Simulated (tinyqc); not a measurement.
Square lattice in a magnetic field (Harper-Hofstadter model): sweeps and comparisons. A value that a table varies takes the place of the one given here.

Landau gauge, lattice period 1: the magnetic cell has q sites j = 0 to q - 1 along x. H_jj = -2 ty cos(ky + 2 pi p j/q), H_(j,j+1) = -tx, and the bond from q - 1 back to 0 is H_(q-1,0) = -tx exp(i q kx). The levels depend on k only through cos(q kx) and cos(q ky), so the band edges lie at (0, 0) and (pi/q, pi/q).

Values chosen for the exercise (a lateral superlattice; not measured data):

| symbol | value | unit | meaning |
|---|---|---|---|
| tx | 1.4 | meV | hopping along x |
| ty | 1.4 | meV | hopping along y |
| Q | 7 |  | denominator |
| p | 4 |  | flux per plaquette p/q, in units of h/e |
| q | 7 |  |  |

## Towards Landau levels

Flux 1/Q. Near the bottom of the band the mass gives hbar wc = 4 pi sqrt(tx ty)/Q and E_0 = -2 (tx + ty) + hbar wc/2. For each Q, p = 1 and q = Q.

Lowest band (meV):

| Q | centre | width | E_0 | spacing to band 2 | hbar wc |
|---|---|---|---|---|---|
| 3 | -3.3124 | 1.02 | -2.6678 | 3.3124 | 5.8643 |
| 4 | -3.8091 | 0.301 | -3.4009 | 3.0514 | 4.3982 |
| 5 | -4.1080 | 0.0901 | -3.8407 | 2.5326 | 3.5186 |
| 6 | -4.3204 | 0.0269 | -4.1339 | 2.2157 | 2.9322 |
| 8 | -4.6057 | 0.00239 | -4.5004 | 1.7885 | 2.1991 |
| 12 | -4.9140 | 1.94e-05 | -4.8670 | 1.2813 | 1.4661 |
| 20 | -5.1772 | 1.40e-09 | -5.1602 | 0.8122 | 0.8796 |

How do the results move?

The width falls from 1.02 to 1.4e-09 meV, by a factor 3.30 for each unit of Q at the end, so the band turns into a flat level. Its centre lies -0.645 meV from E_0 at Q = 3 and -0.017 meV at Q = 20; the spacing reaches 92 % of hbar wc, the shortfall coming from the non-parabolic band.

## Slices of the butterfly

Flux P/Q for each P (p = P, q = Q): the lowest edge, the first gap, the widest gap with its r (the lower one of a mirror pair) and t_r from r = Q s + P t, |t| <= Q/2, and the total width of the bands.

Spectra (meV):

| flux | lowest edge | first gap | t of first gap | widest gap | its r | its t | total width |
|---|---|---|---|---|---|---|---|
| 1/7 | -4.4846 | 1.9283 | 1 | 1.9283 | 1 | 1 | 1.7983 |
| 2/7 | -3.8148 | 0.0284 | -3 | 2.3086 | 2 | 1 | 1.8521 |
| 3/7 | -3.6554 | 0.3998 | -2 | 2.1472 | 3 | 1 | 1.8222 |

What can be read from the table?

The widest gap carries t = 1 in every row, and its r equals P: it is the gap above the lowest Landau level, which holds P of the Q bands. The first gap is widest at 1/7 (t = 1) and narrowest at 2/7 (t = -3). The total width lies between 1.798 and 1.852 meV; its limit for large Q is 4 |tx - ty| = 0.0 meV.

## What each parameter does

Bottom and width of band 1, the first gap and the total width of all bands. Each row changes one parameter from the base and keeps the others.

Results:

| case | bottom (meV) | width (meV) | first gap (meV) | total width (meV) |
|---|---|---|---|---|
| base | -3.6554 | 0.1098 | 0.3998 | 1.8222 |
| tx = 1.68 meV | -4.0525 | 0.1355 | 0.4170 | 2.2221 |
| ty = 1.05 meV | -3.2593 | 0.1239 | 0.3079 | 2.0052 |
| p = 3 | -3.6554 | 0.1098 | 0.3998 | 1.8222 |
| q = 9 | -3.6826 | 0.0322 | 0.4321 | 1.4385 |

What does this show?

The largest shifts from the base row, up to three for each result and ties (the steps differ in size, so this ranks the rows, not the parameters). bottom (meV): tx -0.3971, ty +0.3961, q -0.0273; unchanged at the printed digits by p. width (meV): q -0.0776, tx +0.0257, ty +0.0141; unchanged at the printed digits by p. first gap (meV): ty -0.0919, q +0.0323, tx +0.0171; unchanged at the printed digits by p. total width (meV): tx +0.4000, q -0.3836, ty +0.1831; unchanged at the printed digits by p. Flux p/q and 1 - p/q have the same spectrum: reversing the field leaves it alone, and one whole quantum is a gauge change.

Program tinyqc; command `OMP_NUM_THREADS=1 python tinyqc.py 1281274 1281275 out.jsonl`; about 0.04 s on one thread of a shared Intel(R) Xeon(R) Processor @ 2.30GHz.
